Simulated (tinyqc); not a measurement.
Harmonic transition-state theory with quantum, tunnelling and friction corrections: one step, computed by the program tinyqc.

One atom hops between equivalent sites; three modes at the minimum and two real modes at the saddle are treated as harmonic, the rest of the crystal as unchanged; melting is ignored, so hot rows may lie above the melting point.

Problem. Tunnelling factors. With u = h nu_b/(k_B T): Wigner factor 1 + u^2/24; parabolic barrier (Bell) (u/2)/sin(u/2), valid above T_c = h nu_b/(2 pi k_B); symmetric Eckart barrier: kappa = int_0^infinity P(E) exp(-(E - E_b)/(k_B T)) dE/(k_B T), P = (cosh 2a - 1)/(cosh 2a + cosh 2d), a = alpha sqrt(E/E_b), alpha = 2 pi E_b/(h nu_b), 2d = 2 sqrt(alpha^2 - pi^2/4).

Inputs (values chosen for the exercise, modelled on interstitial oxygen in silicon): barrier E_b = 2.38 eV; imaginary frequency at the saddle nu_b = 15.5 THz; temperature T = 1210 K.

Lattice of sites: three-dimensional.

Constants: h x 1 THz = 4.135667696 meV; k_B = 8.617333262e-05 eV/K.

Give: u; crossover temperature T_c; Wigner factor; Bell factor; Eckart factor.

Solution.

u = 0.6148

crossover temperature T_c = 118.4 K

Wigner factor = 1.016

Bell factor = 1.016

Eckart factor = 1.017

T/T_c = 10.22: tunnelling is a small correction.
